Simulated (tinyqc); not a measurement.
Electron mobility of a polar semiconductor by Rode's iterative solution of the Boltzmann equation. Inputs raised by 10 %, one at a time. Computed by tinyqc, a small Python program. Command: `OMP_NUM_THREADS=1 python tinyqc.py 3023314 3023315 out.jsonl rode sens`. One thread of a shared host (Intel(R) Xeon(R) Processor @ 2.30GHz), about 0.04 s of CPU time with the checks.

The distribution is f(E) + e F l(E) (-df/dE) cos(theta) for a weak field F, theta counted from the force; l(E) is a mean free path. Elastic processes enter by their momentum rate, polar optical phonons by out- and in-scattering terms. One valley only: where upper valleys lie close, measured mobilities are lower. The density n is prescribed, even where a narrow-gap material would have more intrinsic carriers.

Inputs (values chosen for the exercise, modelled on InAs):
```
quantity,value,unit
effective mass m,0.0225,m_0
non-parabolicity alpha,2,1/eV
static permittivity eps_s,15.1,-
high-frequency permittivity eps_inf,12.3,-
density rho,5680,kg/m^3
sound velocity v_l,4390,m/s
acoustic deformation potential D_A,5.9,eV
optical phonon energy hbar w,30.1,meV
piezoelectric coupling K,0.017,-
electron density n,1.5e+16,1/cm^3
compensation ratio C,0.52,-
temperature T,150,K
grid points per phonon energy s,6,-
iteration cap,200,-
```

Band: Kane. Elastic processes: acoustic, piezoelectric, impurity.

Constants: k_B = 8.617333262e-05 eV/K; m_0 = 9.1093837015e-31 kg; e = 1.602176634e-19 C; hbar = 1.054571817e-34 J s; eps_0 = 8.8541878128e-12 F/m; k_B = 1.380649e-23 J/K; hbar = 6.582119569e-16 eV s.

Method:
- Kane band: hbar^2 k^2/(2 m) = E (1 + alpha E), speed v = hbar k/(m (1 + 2 alpha E)), states per spin, volume and energy g(E) = m k (1 + 2 alpha E)/(2 pi^2 hbar^2); overlap factors are set to 1. Masses are multiplied by m_0 and all formulas are in SI units.
- The reduced Fermi level eta = E_F/(k_B T) solves n = 2 Z int g f dE with f = 1/(1 + exp(x - eta)) (Z = 1 unless valleys are given); screening length L_s = sqrt(eps_s eps_0 k_B T/(e^2 dn/deta)), dn/deta = 2 Z int g f (1 - f) dE.
- Integrals over x = E/(k_B T) use 160 Gauss-Legendre points in u = sqrt(x) from 0 to sqrt(max(eta, 0) + 32).
- N_I = n (1 + C)/(1 - C).
- Phonon occupation N_q = 1/(exp(hbar w/(k_B T)) - 1).
- Acoustic deformation potential (elastic, equipartition, absorption and emission together): 1/tau = 2 pi k_B T D_A^2 g(E)/(hbar rho v_l^2).
- Piezoelectric (elastic, unscreened, momentum relaxation): 1/tau = e^2 K^2 k_B T m (1 + 2 alpha E)/(2 pi eps_s eps_0 hbar^3 k), with alpha = 0 for a parabolic band.
- Singly charged impurities, momentum relaxation: 1/tau = N_I e^4 m (1 + 2 alpha E) Phi/(8 pi (eps_s eps_0)^2 hbar^3 k^3), with alpha = 0 for a parabolic band.
- Brooks-Herring: Phi = ln(1 + b) - b/(1 + b), b = 4 k^2 L_s^2.
- Polar optical, unscreened: W = e^2 w (1/eps_inf - 1/eps_s) m (1 + 2 alpha E') ln|(k + k')/(k - k')| / (4 pi eps_0 hbar^2 k), times N_q for absorption (E' = E + hbar w) and N_q + 1 for emission (E' = E - hbar w > 0), with alpha = 0 for a parabolic band; mean cosine of the angle <cos> = (k^2 + k'^2)/(2 k k') - 1/ln|(k + k')/(k - k')|.
- Energy grid E_j = (j + 1/2) hbar w/s, j = 0, 1, ..., up to (max(eta, 0) + 18) k_B T, so that E_j +/- hbar w are grid points; l = 0 beyond the grid; integrals are sums times the spacing.
- With f' = f(E'): out-scattering S_o = sum over absorption and emission of W (1 - f')/(1 - f); nu = sum of elastic rates; the in-scattering weights are c+ = W_abs <cos> (1 - f')/(1 - f) for E' = E + hbar w and c- likewise for emission.
- Iteration: l_new(E) = [v(E) + c+ l(E + hbar w) + c- l(E - hbar w)]/(nu + S_o), from l = 0.
- mu = e sum g v l f (1 - f) / (3 k_B T sum g f) over the grid; stop when mu changes by less than 1e-8 of itself.
- Self-energy RTA: l = v/(nu + S_o), the first iteration. Momentum RTA: l = v/(nu + S_o - c+ v(E + hbar w)/v - c- v(E - hbar w)/v), listed only where the denominator is positive on the whole grid. The polar-only value solves the same system with nu = 0; the elastic value takes l = v/nu.

Runs:
```
input moved,from,to,mobility mu (cm^2/(V s)),polar-phonon mobility (cm^2/(V s)),elastic mobility (cm^2/(V s)),self-energy RTA mobility (cm^2/(V s))
base run,-,-,23287,1.1055e+05,48437,19196
effective mass m (m_0),0.0225,0.02475,20911,9.7263e+04,44534,17213
static permittivity eps_s,15.1,16.61,22468,7.9004e+04,56807,18007
optical phonon energy hbar w (meV),30.1,33.11,24613,1.3727e+05,48361,20934
temperature T (K),150,165,22337,8.6447e+04,51514,17714
compensation ratio C,0.52,0.572,21199,1.1055e+05,41914,17619
piezoelectric coupling K,0.017,0.0187,23282,1.1055e+05,48415,19193
sound velocity v_l (m/s),4390,4829,23311,1.1055e+05,48643,19212
```

Exponents ln(y'/y) / ln(x'/x):
```
input,mobility mu,polar-phonon mobility,elastic mobility,self-energy RTA mobility
effective mass m,-1.129,-1.344,-0.881,-1.144
static permittivity eps_s,-0.375,-3.525,1.672,-0.671
optical phonon energy hbar w,0.581,2.271,-0.016,0.909
temperature T,-0.437,-2.581,0.646,-0.843
compensation ratio C,-0.986,0.000,-1.517,-0.899
piezoelectric coupling K,-0.002,0.000,-0.005,-0.002
sound velocity v_l,0.011,0.000,0.045,0.008
```

Which inputs matter most for each result?

Among the inputs moved here: mobility mu answers most in size to effective mass m (exponent -1.129), next to compensation ratio C (-0.986). Polar-phonon mobility answers most in size to static permittivity eps_s (exponent -3.525), next to temperature T (-2.581); its exponent is below 0.0005 for compensation ratio C, piezoelectric coupling K, sound velocity v_l. Elastic mobility answers most in size to static permittivity eps_s (exponent +1.672), next to compensation ratio C (-1.517). Self-energy RTA mobility answers most in size to effective mass m (exponent -1.144), next to optical phonon energy hbar w (+0.909).
